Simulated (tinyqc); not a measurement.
# From zero-point volume change back to Grueneisen parameter gamma_O

Model: quasi-harmonic thermal expansion with mode Grueneisen parameters. Computed by tinyqc, a small Python program. Command: `OMP_NUM_THREADS=1 python tinyqc.py 3013088 3013089 out.jsonl qha inv`. One thread of a shared host (Intel(R) Xeon(R) Processor @ 2.30GHz), about 0.1 s of CPU time with the checks.

A crystal with two atoms a cell; per atom there are 1 transverse acoustic (TA), 1/2 longitudinal acoustic (LA) and 3/2 optical (O) modes. Every frequency of group i scales as nu_i (V/V0)^(-gamma_i). Each group has one frequency. Static energy: E = (9 V0 B0/16) [y^3 B' + y^2 (2 - 4 y)], y = (V0/V)^(2/3) - 1, with pressure P_s = (3 B0/2) (z^7 - z^5) [1 + (3/4)(B' - 4)(z^2 - 1)], z = (V0/V)^(1/3).

Inputs (values chosen for the exercise, for a model crystal):

| quantity | value | unit |
|---|---|---|
| static volume V0 | 9.91 | angstrom^3/atom |
| static bulk modulus B0 | 167 | GPa |
| static B' | 4.18 | - |
| frequency nu_TA | 5.46 | THz |
| frequency nu_LA | 12.9 | THz |
| frequency nu_O | 20.5 | THz |
| Grueneisen parameter gamma_TA | -0.54 | - |
| Grueneisen parameter gamma_LA | 0.96 | - |

Acoustic groups: Einstein.

Constants: h x 1 THz = 4.135667696 meV; k_B = 8.617333262e-05 eV/K; 1 eV/angstrom^3 = 160.2176634 GPa.

Method. Phonon pressure P_ph = sum_i gamma_i U_i/V. At T = 0, U_i is the zero-point energy (h nu/2 a mode); solve P_s + P_ph = 0.

Question. A run gave the result below. Find the Grueneisen parameter gamma_O, known to lie between 1.1 and 1.9.

zero-point volume change = 1.008053 %

Answer.

Each step takes the trial c = (a f_b - b f_a)/(f_b - f_a), f being the result less the target and a, b, c the logarithms of the listed values; c replaces end b, the old b replaces a if the sign of f changed, and otherwise f_a is halved.

Scan of the range:

| Grueneisen parameter gamma_O | zero-point volume change (%) |
|---|---|
| 1.10 | 0.74417 |
| 1.20 | 0.80555 |
| 1.32 | 0.87899 |
| 1.45 | 0.95824 |
| 1.58 | 1.03714 |
| 1.73 | 1.12766 |
| 1.90 | 1.22950 |

False position (Illinois rule, in the logarithm of the input) inside the bracket:

| step | end a | end b | trial | zero-point volume change (%) |
|---|---|---|---|---|
| 1 | 1.45000 | 1.58000 | 1.53077 | 1.00731 |
| 2 | 1.58000 | 1.53077 | 1.53198 | 1.00804 |
| 3 | 1.58000 | 1.53198 | 1.53202 | 1.00806 |
| 4 | 1.53198 | 1.53202 | 1.53200 | 1.00805 |

Zero-point volume change rises at every point of a 13-point scan of the range (every second point is shown), so one value fits; it is bracketed by 1.45 and 1.58. Answer: Grueneisen parameter gamma_O = 1.532.
